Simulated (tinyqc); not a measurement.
Worked calculation: one-electron ion in a basis of Gaussians. Computed by tinyqc, a small Python program that keeps every step. Settings: Z = 1, l = 2. Command: `OMP_NUM_THREADS=1 python tinyqc.py 26199 26200 out.jsonl` (the two numbers bound the seeds that draw the settings). One thread of a shared host (Intel(R) Xeon(R) Processor @ 2.60GHz), about 0.01 s of CPU time with the checks.

## Matrices over normalised Gaussians

exponents of r^l exp(-a r^2) (1/bohr^2): 0.0015  0.0041  0.0114  0.0312

Z = 1

l = 2

With p = a_i + a_j and I(k) = Gamma((k+1)/2) / (2 p^((k+1)/2)): S = I(2l+2), T = (2l+3) a_i a_j S / p, V = -Z I(2l+1), each divided by sqrt(S_ii S_jj).

S, lower triangle:
```
        1       2       3       4
1  1.0000
2  0.6525  1.0000
3  0.2144  0.6525  1.0000
4  0.0482  0.2144  0.6525  1.0000
```

T (hartree), lower triangle:
```
        1       2       3       4
1  0.0053
2  0.0051  0.0145
3  0.0020  0.0139  0.0398
4  0.0005  0.0055  0.0380  0.1091
```

V (hartree), lower triangle:
```
         1        2        3        4
1  -0.0331
2  -0.0295  -0.0548
3  -0.0146  -0.0489  -0.0908
4  -0.0052  -0.0242  -0.0810  -0.1502
```

## Generalised eigenproblem

H = T + V (hartree), lower triangle:
```
         1        2        3        4
1  -0.0278
2  -0.0245  -0.0403
3  -0.0126  -0.0350  -0.0510
4  -0.0048  -0.0187  -0.0429  -0.0412
```

Solve H C = S C e through S^(-1/2); each column has its largest component positive (the first on a tie).

eigenvalues of S: 0.1175  0.4323  1.1818  2.2683

eigenvalues (hartree): -0.0551  -0.0309  -0.0198  0.0074

coefficients:
```
         1        2        3        4
1  -0.0173   0.2143   1.3282   0.5324
2   0.1563   0.9563  -1.1499  -1.3039
3   0.6142  -0.3873   0.1861   1.8437
4   0.3843  -0.3400   0.2826  -1.3231
```

For Z = 1 and l = 2 the exact lowest level is -Z^2/(2 n^2) with n = l + 1: -0.055556 hartree.
